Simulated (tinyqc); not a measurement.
Worked calculation: chemically amplified photoresist: aerial image, acid generation, bake, development and line width. Computed by tinyqc, a small Python program that keeps every step. Command: `OMP_NUM_THREADS=1 python tinyqc.py 3014685 3014686 out.jsonl resist walk`. One thread of a shared host (Intel(R) Xeon(R) Processor @ 2.30GHz), about 0.02 s of CPU time with the checks. Intermediate numbers are printed to about 6 digits and carried at full precision; extremes and crossings named in words are read from the listed rows.

Lines and spaces of pitch p with a two-beam-like image; x = 0 is the middle of the bright space. The resist is positive and treated as uniform in depth.

Inputs (values chosen for the exercise, for a model resist at 193 nm):
```
quantity                                         value     unit
pitch p                                            100       nm
image contrast c                                  0.55        -
mean dose E                                        5.6  mJ/cm^2
Dill parameter C                                 0.043  cm^2/mJ
quencher load q, relative to the acid generator   0.19        -
acid diffusivity D                                0.13   nm^2/s
bake time t                                         90        s
amplification rate k_amp                         0.084      1/s
threshold protection m_th                         0.64        -
development selectivity n                            8        -
largest rate r_max                                1500     nm/s
smallest rate r_min                              0.051     nm/s
resist thickness d                                  84       nm
development time t_d                                60        s
photon energy                                     6.42       eV
absorption coefficient alpha                      0.77     1/um
```

## Acid image and its blur

Dose E(x) = E [1 + c cos(2 pi x/p)]; acid h = 1 - exp(-C E(x)). Bake: the acid image is blurred by a Gaussian of variance sigma^2 = 2 D t (each Fourier term k of h, taken on 64 points, is multiplied by exp(-4 pi^2 k^2 D t/p^2)). Cosine coefficients: h(x) = sum_k h_k cos(2 pi k x/p).

diffusion length sigma = sqrt(2 D t) = 4.83735 nm

h_0 to h_4 before the bake: 0.210551  0.104326  -0.003452  0.000076  -0.000001

h_0 to h_4 after the blur: 0.210551  0.099617  -0.002869  0.000050  -0.000001

blur factor of the first harmonic = 0.954861

sigma/p = 0.048; the blur keeps 95 % of the modulation.

## From image to dissolution rate

The quencher then removes q, h_eff = max(h_blurred - q, 0); protection m = exp(-k_amp t h_eff). Mack rate r = r_max (a + 1)(1 - m)^n/(a + (1 - m)^n) + r_min, a = ((n + 1)/(n - 1))(1 - m_th)^n.

Across half a pitch:
```
x/p   x (nm)  dose (mJ/cm^2)  blurred acid  protection m  rate (nm/s)
0.00       0         8.68000      0.307348       0.41183  1.46353e+03
0.05       5         8.52925      0.303000       0.42559  1.45604e+03
0.10      10         8.09177      0.290241       0.46869  1.41952e+03
0.15      15         7.41038      0.269943       0.54642  1.24796e+03
0.20      20         6.55177      0.243615       0.66676  4.43337e+02
0.25      25         5.60000      0.213420       0.83774  2.03654e+00
0.30      30         4.64823      0.182129       1.00000  5.10000e-02
0.35      35         3.78962      0.152932       1.00000  5.10000e-02
0.40      40         3.10823      0.129088       1.00000  5.10000e-02
0.45      45         2.67075      0.113458       1.00000  5.10000e-02
0.50      50         2.52000      0.108014       1.00000  5.10000e-02
```

The dose varies by a factor 3.44 across the pattern and the rate by 28700.

## Space width and dose latitude

Edge: vertical development clears the film where r t_d >= d; the space width is twice the x where r = d/t_d. Dose sensitivity = d ln(width)/d ln E from widths at 1.005 E and E/1.005; image log-slope at the edge = |d ln E/dx|, normalised by the width (NILS); latitude for 10 % of width = 10 %/sensitivity.

space width = 50.3851 nm

dose sensitivity = 1.18829

NILS = 1.75272

dose latitude = 8.41548 %

At the same width a resist without blur would give a sensitivity 2/NILS = 1.141; the blur multiplies it by 1.04. Caution: lateral development, standing waves and the joint diffusion of acid and quencher are left out, so widths are indicative.

## Photon statistics at the edge

The edge lies at x = width/2. Absorbed photons per volume N = E(edge) alpha/(photon energy), 1 mJ/cm^2 = 62.41509 eV/nm^2, alpha in 1/nm; a Gaussian blur averages over a volume V = (2 sqrt(pi) sigma)^3; relative noise 1/sqrt(N V); edge noise sigma_x = (dh/d ln E) noise/|dh/dx|, with both derivatives of the blurred acid at the edge.

absorbed photons N = 0.0416422 1/nm^3

photons in the blur volume = 209.977

edge noise from photons = 2.06580 nm

Caution: the noise counts photons alone (acid and quencher statistics add to it) and takes the film as thicker than the blur; a thinner film averages in two dimensions only.

## Blur against noise

For each sigma the edge is held at x = p/4; N is taken at the mean dose; edge noise = (dh/d ln E)/(sqrt(N V) |dh/dx|), both derivatives taken of the blurred acid, V = (2 sqrt(pi) sigma)^3, N = E alpha/(photon energy), 1 mJ/cm^2 = 62.41509 eV/nm^2.

Trade-off:
```
sigma/p  sigma (nm)  blur factor  photons in V  edge noise (nm)
0.02              2     0.992135   1.49396e+01          7.53748
0.04              4     0.968911   1.19517e+02          2.72014
0.07              7     0.907808   6.40534e+02          1.24505
0.10             10     0.820869   1.86745e+03          0.80007
0.14             14     0.679167   5.12427e+03          0.57895
0.18             18     0.527530   1.08909e+04          0.50895
0.22             22     0.384667   1.98846e+04          0.51559
0.27             27     0.237168   3.67569e+04          0.61468
0.33             33     0.116531   6.71104e+04          0.92576
```

The noise is least near sigma/p = 0.18 among these rows. More diffusion averages over more photons (noise falls as sigma^(-3/2)) until it erases the image slope (factor exp(-2 pi^2 sigma^2/p^2)); for a pure cosine the two balance at sigma/p = sqrt(3/8)/pi = 0.195. Caution: for a film thinner than the blur the noise falls as 1/sigma only, and the optimum moves to sigma/p = 1/(2 pi) = 0.159.

Checks made by the program: sensitivity 2/NILS in the limit of no diffusion (relative difference 2e-06).
